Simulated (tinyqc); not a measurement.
Sheet resistance of a shallow doped layer with concentration-dependent mobility and limited activation: one step, computed by the program tinyqc.

A layer of one dopant lies in a background of the opposite type. Current flows parallel to the surface down to the junction; depletion is ignored.

Problem. Active limit and depths. C(x) = C_s for x < l and C_s 10^(-(x - l)/abruptness) beyond. Temperatures in kelvin are T(C) + 273.15. Active limit C_a = prefactor x exp(-energy/(k_B T)); the junction lies where C = C_B, and the profile exceeds C_a down to x_a (zero if C_s is below C_a). Slope at the junction in nm per decade = ln(10) C/|dC/dx|.

Inputs (values chosen for the exercise, modelled on phosphorus in silicon):
```
quantity                         value       unit
surface concentration C_s      1.1e+21     1/cm^3
length l                            20         nm
tail abruptness                    5.8  nm/decade
background C_B                 7.7e+16     1/cm^3
prefactor of the active limit  9.6e+21     1/cm^3
energy of the active limit       0.329         eV
anneal temperature T               950          C
```

Profile: box with exponential tail.

Constants: k_B = 8.617333262e-05 eV/K.

Give: active limit C_a; junction depth x_j; depth x_a; abruptness at the junction.

Solution.

active limit C_a = 4.2333e+20 1/cm^3

junction depth x_j = 44.098 nm

depth x_a = 22.405 nm

abruptness at the junction = 5.8 nm/decade
